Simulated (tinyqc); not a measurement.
CMOS latch-up, two-transistor model: effect of the temperature.

A parasitic pnp (emitter at Vdd, base shunted by Rw) and npn (emitter at ground, base shunted by Rs) feed each other: the npn collector current flows out of the pnp base node, the pnp collector current into the npn base node. Forward-active transistors with constant gains: Icn = Isn exp(Vn/Vt), Icp = Isp (exp(Vp/Vt) - 1). A current Ii is injected into the npn base node.

Isn, Isp and Von are given at 300 K; the currents scale as T^3 exp(-1.12 V/Vt), Von falls by 1.5 mV/K, gains and resistances are fixed. Node equations: Vp/Rw + Icp/bp = Icn and Vn/Rs + Icn/bn = Icp + Ii. Loop gain G = gn gp/[(1/Rw + gp/bp)(1/Rs + gn/bn)], gn = Icn/Vt, gp = (Icp + Isp)/Vt; the off state ends where G = 1, and Ii there is the trigger current. On state with both base-emitter voltages at Von: npn base current Ib = (Von/Rs + bp Von/Rw)/(bn bp - 1), holding current Ih = (bn + 1) Ib + Von/Rs, holding voltage Vh = Vsat + Von + R2 (Ib + Von/Rs).

Inputs (values chosen for the exercise); values close to those of bulk CMOS:
- bn = 3.8 (current gain of the npn)
- bp = 4.9 (current gain of the pnp)
- Isn = 7.2e-15 A (saturation current of the npn at the reference temperature)
- Isp = 6.3e-16 A (saturation current of the pnp at the reference temperature)
- Rs = 160 ohm (substrate resistance shunting the npn)
- Rw = 610 ohm (well resistance shunting the pnp)
- R2 = 34 ohm (resistance from the pnp collector to the npn base)
- Von = 0.69 V (base-emitter voltage in the on state)
- Vsat = 0.09 V (saturation voltage)
- Vdd = 1.8 V (supply voltage)

Constants: q = 1.602176634e-19 C, kB = 1.380649e-23 J/K, Vt = kB T/q. Results are converted to the units shown.

Results:

| T (K) | Vn at trigger (V) | trigger current (mA) | Ih (mA) | Vh (V) |
|---|---|---|---|---|
| 233 | 0.7845 | 5.211 | 8.016 | 1.070 |
| 263 | 0.7314 | 4.854 | 7.560 | 1.014 |
| 293 | 0.6769 | 4.488 | 7.104 | 0.9587 |
| 323 | 0.6210 | 4.112 | 6.647 | 0.9029 |
| 383 | 0.5050 | 3.333 | 5.735 | 0.7913 |
| 413 | 0.4449 | 2.929 | 5.278 | 0.7355 |
| 443 | 0.3831 | 2.513 | 4.822 | 0.6796 |

Estimate the missing row, T = 353 K.

Computed row:

| T (K) | Vn at trigger (V) | trigger current (mA) | Ih (mA) | Vh (V) |
|---|---|---|---|---|
| 353 | 0.5637 | 3.728 | 6.191 | 0.8471 |

With this row back in the table: As T goes from 233 to 443 K, the trigger current falls from 5.21 to 2.51 mA, Ih falls from 8.02 to 4.82 mA and Vh falls from 1.07 to 0.680 V. Vh exceeds the supply Vdd = 1.8 V, which then cannot sustain a latched state, in 0 of the 8 rows.

Computed by the program tinyqc: `OMP_NUM_THREADS=1 python tinyqc.py 2670103 2670104 out.jsonl`, one thread of a shared Intel Xeon 2.30GHz, about 0.04 s for the whole run.
